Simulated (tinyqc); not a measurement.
# Changing the HCl added

Model: speciation in dilute and buffered hydrofluoric acid, oxide etch rate and bath loading. Computed by tinyqc, a small Python program. Command: `OMP_NUM_THREADS=1 python tinyqc.py 3120601 3120602 out.jsonl hfetch sweep`. One thread of a shared host (Intel(R) Xeon(R) Processor @ 2.30GHz), about 0.01 s of CPU time with the checks.

Concentrations stand for activities, NH4+ and Cl- are spectators, and water ionisation is neglected. H, F and HF2 denote the ions H+, F- and HF2-. The base temperature is 298 K.

Inputs (values chosen for the exercise, of the order of those for thermal oxide at room temperature): HF added = 0.31 mol/L; NH4F added = 0 mol/L; K1 = [H][F]/[HF] = 0.000692 mol/L; K2 = [HF2]/([HF][F]) = 3.75 L/mol; K3 = [H2F2]/[HF]^2 = 0 L/mol; rate constant of neutral HF k_a = 13 nm L/(min mol); rate constant of HF2 k_b = 55 nm L/(min mol); activation energy = 0.32 eV; temperature error = 0.98 K; oxide removed per wafer = 170 nm.

Constants: k_B = 8.617333262e-05 eV/K.

Method:
- Fluoride balance: [HF] + [F] + 2 [HF2] + 2 [H2F2] = HF added + NH4F added. Acid balance: [H] + [HF] + [HF2] + 2 [H2F2] = HF added + HCl added. For a trial [H], [HF] = [H][F]/K1, and the fluoride balance is a quadratic in [F].
- The root is refined to 1e-13 in pH = -log10 [H].
- Rate = k_a ([HF] + 2 [H2F2]) + k_b [HF2], an empirical two-term form.
- Time = oxide/rate; a temperature error changes the rate by exp((E_a/k_B)(1/298 - 1/(298 + error))) - 1.

One run for each value:
```
HCl added (mol/L)  etch rate (nm/min)       pH  [HF2] (mol/L)  share of HF2 in the rate (%)
0.001                          4.1961   1.6890      0.0099801                        13.081
0.0026                         4.1908   1.6704      0.0096349                        12.645
0.0067                         4.1780   1.6238      0.0088094                        11.597
0.017                          4.1507   1.5139      0.0070906                         9.396
0.045                          4.1049   1.2742      0.0043179                         5.785
0.12                           4.0642   0.9078      0.0019447                         2.632
0.3                            4.0444   0.5207      0.0008147                         1.108
0.77                           4.0357   0.1132      0.0003217                         0.438
2                              4.0322  -0.3011      0.0001244                         0.170
```

What does the table show, and why?

Over the rows, etch rate (nm/min) falls from 4.20 to 4.03 (exponent d ln y / d ln x -0.0013 between the first rows and -9.1e-4 between the last); pH falls from 1.69 to -0.301; [HF2] (mol/L) falls from 0.00998 to 1.24e-4 (exponent d ln y / d ln x -0.037 between the first rows and -1.00 between the last). Added acid turns F and HF2 into neutral HF, the slower species in this rate law.

Caution (rows 0.770, 2.00): at ionic strengths above about 0.5 mol/L activities differ much from concentrations, so pH and rates are only indicative.
